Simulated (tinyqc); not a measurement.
# Programming of a floating-gate cell by Fowler-Nordheim tunnelling, step by step

Numbers from tinyqc (`OMP_NUM_THREADS=1 python tinyqc.py 2130044 2130045 out.jsonl`; about 0.01 s on one thread of a shared Intel Xeon 2.30GHz). Printed values are rounded.

Per tunnel area the floating gate has Ctun = 3.9 eps0/tox to the channel (0 V) and Ccg to the control gate, Ct = Ctun/(1 - ag), no other coupling. With the threshold shift U = -Q/Ccg the field is F = ag (Vg - U)/tox, and dU/dt = J/Ccg. Fowler-Nordheim: J = A F^2 exp(-B/F), A = q^2/(16 pi^2 hbar mo phi) (times 1e14 for A/cm^2 with F in V/nm, emitter mass m0), B = (4/3) sqrt(mo/C) phi^1.5, C = hbar^2/(2 m0).

Values chosen for this exercise; oxide values close to those of silicon dioxide:
- phi = 3.06 eV (tunnel barrier)
- mo = 0.43 m0 (tunnelling mass)
- tox = 6.8 nm (tunnel oxide thickness)
- ag = 0.64 (coupling ratio Ccg/Ct)
- ar = 2100 nm^2 (tunnel area)
- Vt0 = -2.9 V (threshold shift at the start)
- Vg = 8.8 V (control-gate voltage)
- dt = 38 us (time step)
- n = 9 (steps)

Constants: q = 1.602176634e-19 C, hbar = 1.054571817e-34 J s, m0 = 9.1093837015e-31 kg, eps0 = 8.8541878128e-14 F/cm where lengths are in cm, hbar^2/(2 m0) = 0.0380998212 eV nm^2. Results are converted to the units shown.

Range of the model: Programming fields of 10 MV/cm and more wear the oxide; trapping and the channel potential are ignored.

## Constants of the cell

A, B, Ccg = ag Ct, the starting field and current, K = A B ag/(Ccg tox), and the knee time t0 = exp(B/F(0))/K.

A = 1.17148e8 A cm^-2 (V/nm)^-2
B = 23.9769 V/nm
Ccg = 0.902780 uF/cm^2
F(0) = 1.10118 V/nm
J(0) = 0.0496768 A/cm^2
K = 2.92832e14 1/s
t0 = 9.76512 us
electrons for 1 V of shift = 118.329

## Explicit time steps against the exact solution

U(new) = U + dt J(F(U))/Ccg. Exact: exp(B/F(t)) = exp(B/F(0)) + K t, K = A B ag/(Ccg tox), and U = Vg - tox F/ag.

```
step  t (us)  F (V/nm)  J (A/cm^2)  U by steps (V)  U exact (V)
0          0   1.10118   0.0496768        -2.90000     -2.90000
1         38   0.90438  2.93333e-4        -0.80899     -2.10495
2         76   0.90321  2.82767e-4        -0.79665     -1.83841
3        114   0.90209  2.72920e-4        -0.78474     -1.67792
4        152   0.90101  2.63719e-4        -0.77326     -1.56379
5        190   0.89997  2.55104e-4        -0.76216     -1.47559
6        228   0.89896  2.47021e-4        -0.75142     -1.40391
7        266   0.89798  2.39422e-4        -0.74102     -1.34367
8        304   0.89703  2.32266e-4        -0.73094     -1.29180
9        342   0.89611  2.25514e-4        -0.72117     -1.24630
```

The steps run ahead by 1300 mV after the first and 525 mV after the last, as each uses the larger current of its start; the step is 3.9 of the knee time t0. The overshoot lowers the field, so later steps gain less than the exact curve and the error ends smaller than after the first step.
